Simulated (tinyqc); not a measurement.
## Thermionic emission over a Gaussian spread of barriers: effect of temperature

Metal on an n-type semiconductor with one parabolic valley; V > 0 is forward bias (metal positive). Patches of barrier height b are spread as a Gaussian with mean phi - r2 V and variance sg^2 + r3 V; each carries A* T^2 exp(-b/Vt) [exp(V/Vt) - 1].

A* = 4 pi q me m0 kB^2/h^3 (times 1e-4 for A/(cm^2 K^2)). The mean of exp(-b/Vt) gives the apparent barrier phi_ap(V) = phi - r2 V - (sg^2 + r3 V)/(2 Vt), J = A* T^2 exp(-phi_ap/Vt) [exp(V/Vt) - 1], and 1/n = 1 + r2 + r3/(2 Vt). J0 = A* T^2 exp(-phi_ap(0)/Vt); the current at zero bias is centred on b = phi - sg^2/Vt.

Inputs (values chosen for the exercise); band and dielectric values those of a made-up semiconductor:
```
symbol    value  unit                                                            meaning
me         0.22    m0                                                      electron mass
phi        0.97    eV                                 barrier height seen from the metal
sg        0.047    eV                          standard deviation of the barrier heights
r2        -0.04        shift of the mean barrier per volt, with its sign reversed (rho2)
r3      -0.0023     V                                     change of sg^2 per volt (rho3)
```

Constants: q = 1.602176634e-19 C, kB = 1.380649e-23 J/K, h = 6.62607015e-34 J s, m0 = 9.1093837015e-31 kg, Vt = kB T/q. Results are converted to the units shown.

Effect of temperature:
```
T (K)  phi_ap(0) (eV)      n  J0 (A/cm^2)  barrier that carries most current (eV)
100            0.8418  1.210    9.907e-38                                  0.7137
140            0.8784  1.157    1.235e-26                                  0.7869
180            0.8988  1.129    5.857e-20                                  0.8276
220            0.9117  1.112    1.663e-15                                  0.8535
260            0.9207  1.101    2.544e-12                                  0.8714
300            0.9273  1.092    6.294e-10                                  0.8846
350            0.9334  1.085     1.176e-7                                  0.8968
400            0.9380  1.079     6.436e-6                                  0.9059
```

The apparent barrier rises from 0.842 to 0.938 eV and n falls from 1.21 to 1.08. A Richardson plot, ln(J0/T^2) against 1/Vt, has the slope -0.750 eV between the first two rows and -0.901 eV between the last two, against phi = 0.97 eV: the plot bends, because cold electrons seek the low patches. In 3 of the 8 rows sg exceeds 3 Vt, so the current comes from more than three deviations below the mean, a tiny share of the area that a Gaussian of independent patches describes poorly.

tinyqc, about 0.01 s, one thread, Intel Xeon 2.30GHz (shared host): `OMP_NUM_THREADS=1 python tinyqc.py 2640065 2640066 out.jsonl`
